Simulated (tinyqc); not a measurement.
Surface photovoltage measurement of the minority-carrier diffusion length in a wafer: one step, computed by the program tinyqc. Command: `OMP_NUM_THREADS=1 python tinyqc.py 3130486 3130487 out.jsonl spv walk`. One thread of a shared host (Intel(R) Xeon(R) Processor @ 2.30GHz), about 0.01 s of CPU time with the checks.

Low injection, steady light, a depletion layer much thinner than 1/alpha and L. The excess density dn is taken at the front edge of the neutral region; light that reaches the back is lost.

Task: One wavelength. alpha = (84.732/lambda - 76.417)^2 per cm with lambda in micrometre (an empirical fit for silicon between 0.7 and 1.05 micrometre). Thick wafer: dn = Phi L/((S_f + D/L)(L + 1/alpha)). Finite wafer, with s = S_b L/D, w = W/L, a = alpha L: dn = [Phi a/(a^2 - 1)] [a - B - exp(-alpha W)(a - s)/(cosh w + s sinh w)]/(S_f + B D/L), B = (sinh w + s cosh w)/(cosh w + s sinh w). Photovoltage V = (k_B T/e) ln(1 + dn/n_0). Lifetime = L^2/D.

Inputs (values chosen for the exercise, modelled on p-type silicon at room temperature):
```
quantity                                             value        unit
diffusion length L                                     430  micrometre
wafer thickness W                                      725  micrometre
diffusivity D                                         28.3      cm^2/s
front recombination velocity S_f                      7100        cm/s
back recombination velocity S_b                       1100        cm/s
photon flux entering                               2.4e+11  1/(cm^2 s)
minority density at the surface barrier scale n_0  1.4e+09      1/cm^3
temperature T                                          298           K
wavelength                                             826          nm
```

Constants: k_B = 8.617333262e-05 eV/K.

Give: alpha; penetration depth 1/alpha; dn, thick wafer; B; dn, finite wafer; photovoltage V; lifetime.

Result:

alpha = 684.6 1/cm

penetration depth 1/alpha = 14.61 micrometre

dn, thick wafer = 2.992e+07 1/cm^3

B = 1.017

dn, finite wafer = 2.986e+07 1/cm^3

photovoltage V = 0.5419 mV

lifetime = 65.34 microsecond
